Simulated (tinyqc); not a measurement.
## Permittivity and interlayer from two capacitances

Problem. A two-layer stack has Cox = eps0/(t1/e1 + t2/e2) and EOT = 3.9 eps0/Cox. Find e2, the EOT of layer 1 and, with e1 given, t1.

Values chosen for this exercise:
- e1 = 9.28 (relative permittivity of layer 1)

Constants: eps0 = 8.8541878128e-14 F/cm where lengths are in cm. Results are converted to the units shown.

Cox at t2 = 1.7 and 7.9 nm (uF/cm^2): [5.0081674, 1.8924268]

Solution. EOT is linear in t2 with slope 3.9/e2, and its intercept is the EOT of layer 1.

e2 = 21.30
EOT of layer 1 = 0.3782 nm
t1 = 0.9000 nm

Program tinyqc, `OMP_NUM_THREADS=1 python tinyqc.py 2010072 2010073 out.jsonl`; Intel Xeon 2.30GHz, shared host, one thread, about 0.01 s.
